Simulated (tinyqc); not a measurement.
Worked calculation: Hueckel theory of the pi electrons, for the molecule O=Cc1cccs1 (SMILES; centres numbered as the heavy atoms are written). Computed by tinyqc, a small Python program that keeps every step. Settings: charge = 0. Command: `OMP_NUM_THREADS=1 python tinyqc.py 23656 23657 out.jsonl` (the two numbers bound the seeds that draw the settings). One thread of a shared host (Intel(R) Xeon(R) Processor @ 2.60GHz), about 0.01 s of CPU time with the checks.

## The Hueckel matrix

Centres:
```
centre  z_r, pi electrons of the neutral centre       h
1O                                            1  1.0000
2C                                            1  0.0000
3C                                            1  0.0000
4C                                            1  0.0000
5C                                            1  0.0000
6C                                            1  0.0000
7S                                            2  1.0000
```

Bonds:
```
i  j       k
1  2  1.0000
2  3       1
3  4       1
4  5       1
5  6       1
6  7  0.6500
7  3  0.6500
```

H_rr = alpha + h_r beta, H_rs = k_rs beta for bonded centres.

Hueckel matrix in units of beta (H = alpha + beta A), order 1O, 2C, 3C, 4C, 5C, 6C, 7S:
```
[[1.0000, 1.0000, 0.0000, 0.0000, 0.0000, 0.0000, 0.0000],
 [1.0000, 0.0000, 1.0000, 0.0000, 0.0000, 0.0000, 0.0000],
 [0.0000, 1.0000, 0.0000, 1.0000, 0.0000, 0.0000, 0.6500],
 [0.0000, 0.0000, 1.0000, 0.0000, 1.0000, 0.0000, 0.0000],
 [0.0000, 0.0000, 0.0000, 1.0000, 0.0000, 1.0000, 0.0000],
 [0.0000, 0.0000, 0.0000, 0.0000, 1.0000, 0.0000, 0.6500],
 [0.0000, 0.0000, 0.6500, 0.0000, 0.0000, 0.6500, 1.0000]]
```

## Orbitals

pi electrons, sum of z_r less the charge = 8

Diagonalise; E = alpha + x beta with beta < 0, so the largest x are filled first; degenerate levels share their electrons. P = sum n_i c_ri c_si; each orbital has its largest coefficient positive (the first on a tie).

x values: [2.1354, 1.6250, 1.0000, 0.7083, -0.4037, -1.2804, -1.7847]

occupations: [2.0000, 2.0000, 2.0000, 2.0000, 0.0000, 0.0000, 0.0000]

coefficients, order 1O, 2C, 3C, 4C, 5C, 6C, 7S:
```
[[0.3426, 0.6788, 0.0000, -0.4526, -0.4036, 0.1861, 0.1391],
 [0.3890, 0.4243, 0.0000, 0.1320, 0.5666, -0.4243, -0.3875],
 [0.4881, 0.0106, 0.0000, 0.5462, 0.1749, 0.3573, 0.5524],
 [0.3697, -0.1908, -0.4785, 0.2820, -0.4499, 0.1337, -0.5459],
 [0.3014, -0.3208, -0.4785, -0.3464, 0.0067, -0.5284, 0.4219],
 [0.2740, -0.3304, 0.0000, -0.5274, 0.4472, 0.5429, -0.2071],
 [0.4363, -0.3325, 0.7362, -0.0418, -0.2881, -0.2566, -0.0806]]
```

charge and bond-order matrix P, order 1O, 2C, 3C, 4C, 5C, 6C, 7S:
```
[[1.5662, 0.7231, -0.1455, -0.2610, 0.0847, 0.2166, -0.1146],
 [0.7231, 0.6976, 0.5330, 0.2002, -0.1291, -0.2065, 0.0462],
 [-0.1455, 0.5330, 1.0733, 0.6650, -0.0909, -0.3156, 0.3732],
 [-0.2610, 0.2002, 0.6650, 0.9633, 0.6080, 0.0312, -0.2786],
 [0.0847, -0.1291, -0.0909, 0.6080, 1.0855, 0.7425, -0.1993],
 [0.2166, -0.2065, -0.3156, 0.0312, 0.7425, 0.9247, 0.5029],
 [-0.1146, 0.0462, 0.3732, -0.2786, -0.1993, 0.5029, 1.6893]]
```

## Energy, charges, bond orders

E = sum n x; q_r = z_r - P_rr; bond order p = P_rs; free valence = sqrt(3) - sum of p over the bonds of the atom.

pi energy = 8 alpha + this times beta = 10.9376

pi charges: [-0.5662, 0.3024, -0.0733, 0.0367, -0.0855, 0.0753, 0.3107]

Bond orders and lengths from R = 1.517 - 0.180 p (angstrom, C-C alone):
```
bond       p       R
1-2   0.7231       -
2-3   0.5330  1.4211
3-4   0.6650  1.3973
4-5   0.6080  1.4076
5-6   0.7425  1.3834
6-7   0.5029       -
7-3   0.3732       -
```

free valence of the carbons: [0.4759, 0.1609, 0.4591, 0.3816, 0.4867]

gap between the highest filled and the next level = 1.1120 |beta|
